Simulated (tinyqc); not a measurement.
# Reverse leakage of an n+-p junction: diffusion, generation, trap-assisted and band-to-band tunnelling: leakage components against the temperature

One-sided abrupt junction in the depletion approximation, x from the junction (0) to W on the p side, field F = F0 (1 - x/W). Flat quasi-Fermi levels, long p side. Traps generate through SRH with both lifetimes shortened by 1 + Gamma (Hurkx enhancement, form for moderate fields); band-to-band generation is local and needs a total bending above Eg.

Nc and Nv are given at 400 K and scale as (T/400 K)^1.5; all else is held fixed. ni = sqrt(Nc Nv) exp(-Eg/(2 Vt)), Eg in volts; Vbi = Vt ln(Na Nd/ni^2); W = sqrt(2 eps0 eps_r (Vbi + VR)/(q Na)); F0 = 2 (Vbi + VR)/W; FG = sqrt(24 mt m0 (kB T)^3)/(q hbar); J_diff = q ni^2 sqrt(Dn/tau)(1 - exp(-VR/Vt))/Na. u = (Vbi + VR)(1 - x/W)^2, p = Na exp(-u/Vt), n = Nd exp((u - Vbi - VR)/Vt); G0 = ni^2 (1 - exp(-VR/Vt))/(tau (n + p + 2 ni cosh(Et/Vt))); Gamma = 2 sqrt(3 pi)(F/FG) exp((F/FG)^2); trap-assisted part G0 Gamma; G_bb = Ab F^2.5 exp(-Bb/F) with F in V/cm, zero unless Vbi + VR > Eg, and counted as zero under 1 cm^-3 s^-1. Currents are q times the integrals over 0 to W; J_bb under 1e-8 of J is printed as 0; rows with F0/FG above 2.2, beyond the range of this Gamma, are left out.

Values chosen for this exercise; band and dielectric values close to those of silicon:
```
symbol    value                 unit                                                         meaning
Eg         1.12                   eV                                                        band gap
eps_r      11.5                                                                relative permittivity
Nc      4.28e19                cm^-3  conduction-band density of states at the reference temperature
Nv       4.1e19                cm^-3     valence-band density of states at the reference temperature
Na       8.3e16                cm^-3                            acceptor density of the lighter side
Nd         1e19                cm^-3                               donor density of the heavier side
tau        4e-6                    s                     SRH lifetime of both carriers at zero field
Et        -0.13                   eV                            trap level above the intrinsic level
mt         0.23                   m0                                                 tunnelling mass
Dn           16               cm^2/s              electron diffusion coefficient on the lighter side
Ab       5.9e14  cm^-0.5 V^-2.5 s^-1                                          band-to-band prefactor
Bb       1.95e7                 V/cm                                     band-to-band field constant
VR          2.2                    V                                                    reverse bias
```

Constants: q = 1.602176634e-19 C, kB = 1.380649e-23 J/K, hbar = 1.054571817e-34 J s, m0 = 9.1093837015e-31 kg, Vt = kB T/q, eps0 = 8.8541878128e-14 F/cm where lengths are in cm. Results are converted to the units shown.

The same in every row: J_bb (A/cm^2) = 0.

Leakage components against the temperature:
```
T (K),F0 (kV/cm),F0/FG,J_diff (A/cm^2),J_SRH (A/cm^2),J_TAT (A/cm^2),J (A/cm^2),largest part
220,290,1.30,2.48e-20,1.45e-15,1.78e-14,1.92e-14,trap-assisted tunnelling
250,288,1.07,4.37e-17,1.40e-13,1.03e-12,1.17e-12,trap-assisted tunnelling
280,287,0.901,1.61e-14,5.18e-12,2.66e-11,3.18e-11,trap-assisted tunnelling
310,286,0.770,1.95e-12,9.72e-11,3.78e-10,4.77e-10,trap-assisted tunnelling
340,285,0.668,1.04e-10,1.10e-9,3.42e-9,4.63e-9,trap-assisted tunnelling
370,284,0.586,2.98e-9,8.56e-9,2.19e-8,3.35e-8,trap-assisted tunnelling
400,283,0.519,5.24e-8,4.95e-8,1.07e-7,2.09e-7,trap-assisted tunnelling
430,281,0.463,6.28e-7,2.26e-7,4.21e-7,1.28e-6,diffusion
```

J rises from 1.92e-14 to 1.28e-6 A/cm^2. Trap-assisted tunnelling leads at T = 220, diffusion from 430 on. Activation energies over the table: 1.20 eV for diffusion (Eg = 1.12 eV, raised by the T^3 of ni^2), 0.732 eV for SRH generation (Eg/2 + |Et| = 0.690 eV), 0.659 eV for the trap-assisted part, lower since Gamma grows on cooling; the total shows 0.649 eV at the cold end and 0.894 eV at the hot end.

Program tinyqc, `OMP_NUM_THREADS=1 python tinyqc.py 2290115 2290116 out.jsonl`; Intel Xeon 2.30GHz, shared host, one thread, about 0.01 s.
